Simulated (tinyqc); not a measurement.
Electromigration in a confined line: Blech product, Korhonen stress evolution and Black's law: one step, computed by the program tinyqc.

The electron wind pushes atoms from the cathode (x = 0) to the anode (x = L); blocking ends build a back stress (tension positive). The input rho is taken not to change with temperature. d sigma/dt = d/dx [kappa (d sigma/dx + G)], with zero flux at both ends and sigma = sigma_0 at t = 0.

Task: Series terms at the cathode. sigma(x, t) = sigma_0 + G L [1/2 - x/L - 4 sum_(m odd) cos(m pi x/L) exp(-m^2 pi^2 s)/(m pi)^2], s = t/tau, summed to m = 399. The terms at x = 0 are 4 exp(-m^2 pi^2 s)/(m pi)^2; tau = L^2/kappa.

Inputs (values chosen for the exercise, close to those used for ruthenium lines):
```
quantity                            value  unit
initial stress sigma_0                240   MPa
line length L                          28    um
test temperature T                    240     C
time as a fraction of L^2/kappa, s    0.2     -
```

Start: thermal stress.

stress gradient G = 8.998578 MPa/um

tau = 68012.95 h

Give: terms for m = 1, 3, 5, 7; cathode stress at time s; time t.

Result:

terms for m = 1, 3, 5, 7: 0.05630  8.673e-10  6.001e-24  8.160e-45

cathode stress at time s = 351.8 MPa

time t = 13603 h
